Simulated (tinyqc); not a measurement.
# Worked calculation: carrier lifetime of a p-type layer with SRH, radiative, Auger and surface recombination

Numbers from tinyqc (`OMP_NUM_THREADS=1 python tinyqc.py 2300046 2300047 out.jsonl`; about 0.01 s on one thread of a shared Intel Xeon 2.30GHz). Printed values are rounded.

Uniform excess density dn = dp (no trapping), n = n0 + dn, p = p0 + dn, Boltzmann statistics, full ionisation. Surfaces enter as a rate 2 S dn/d, which holds while diffusion to them is fast.

Values chosen for this exercise; band and dielectric values those of a made-up semiconductor:
- T = 300 K (temperature)
- Eg = 0.937 eV (band gap)
- Nc = 3.15e19 cm^-3 (conduction-band density of states at T)
- Nv = 3.22e19 cm^-3 (valence-band density of states at T)
- B = 4.09e-15 cm^3/s (radiative coefficient)
- N = 9.7e14 cm^-3 (acceptor density)
- Cn = 5e-31 cm^6/s (Auger coefficient (two electrons))
- Cp = 4.6e-31 cm^6/s (Auger coefficient (two holes))
- Nt = 7.7e10 cm^-3 (trap density)
- sn = 3e-17 cm^2 (capture cross-section for electrons)
- sp = 8e-16 cm^2 (capture cross-section for holes)
- vth = 2e7 cm/s (thermal velocity (both carriers))
- Et = 0.34 eV (trap level below the conduction band)
- S = 0 cm/s (surface recombination velocity (both faces))
- d = 8 um (sample thickness)
- G = 9.7e16 cm^-3 s^-1 (generation rate)

Constants: q = 1.602176634e-19 C, kB = 1.380649e-23 J/K, Vt = kB T/q. Results are converted to the units shown.

## Equilibrium densities and SRH constants

ni = sqrt(Nc Nv) exp(-Eg/(2 Vt)), Eg in volts; majority density N/2 + sqrt(N^2/4 + ni^2), n0 p0 = ni^2; n1 = Nc exp(-Et/Vt), p1 = Nv exp((Et - Eg)/Vt); tn0 = 1/(sn vth Nt), tp0 = 1/(sp vth Nt).

ni = 4.29170e11 cm^-3
n0 = 1.89884e8 cm^-3
p0 = 9.70000e14 cm^-3
n1 = 6.11733e13 cm^-3
p1 = 3.01091e9 cm^-3
tn0 = 0.0216450 s
tp0 = 8.11688e-4 s

## Starting value

dn = 8e13 cm^-3.

dn at the start = 8e13 cm^-3

## Iteration 1: new dn

With e = n p - ni^2 = dn (n0 + p0 + dn): U_SRH = e/(tp0 (n + n1) + tn0 (p + p1)), U_rad = B e, U_Aug = (Cn n + Cp p) e, U_s = 2 S dn/d. Newton step on ln U(ln dn) = ln G, U the sum: k = d ln U/d ln dn (central difference over factors 1.0001), dn(new) = dn (G/U)^(1/k).

U_SRH = 3.67745e15 cm^-3 s^-1
U_rad = 3.43560e14 cm^-3 s^-1
U_Aug = 4.39320e13 cm^-3 s^-1
U_s = 0 cm^-3 s^-1
k = 1.00662
dn after iteration 1 = 1.86957e15 cm^-3

## Iteration 2: new dn

As before.

U_SRH = 8.42264e16 cm^-3 s^-1
U_rad = 2.17129e16 cm^-3 s^-1
U_Aug = 1.18969e16 cm^-3 s^-1
U_s = 0 cm^-3 s^-1
k = 1.26314
dn after iteration 2 = 1.60265e15 cm^-3

## Course of the iteration

Stop when the step is below 1e-10 of the value, or after 40 iterations.

Course of the iteration:
```
iteration  dn before the step (cm^-3)  step (cm^-3)
1                                8e13       1.79e15
2                          1.86957e15      -2.67e14
3                          1.60265e15      -4.54e12
4                          1.59812e15       -1.37e9
5                          1.59812e15         < 1e3
```

Converged in 5 iterations.

## Lifetime, shares and quasi-Fermi splitting

converged dn = 1.59812e15 cm^-3

With e = n p - ni^2 = dn (n0 + p0 + dn): U_SRH = e/(tp0 (n + n1) + tn0 (p + p1)), U_rad = B e, U_Aug = (Cn n + Cp p) e, U_s = 2 S dn/d. tau = dn/U, shares of U, splitting Vt ln(n p/ni^2), radiative efficiency U_rad/U.

tau = 0.0164754 s
shares (%): SRH 74.3157, radiative 17.3051, Auger 8.3792, surface 0.0000
quasi-Fermi splitting = 0.437398 V

SRH recombination takes the largest share. dn is 1.6 times the doping: intermediate injection.
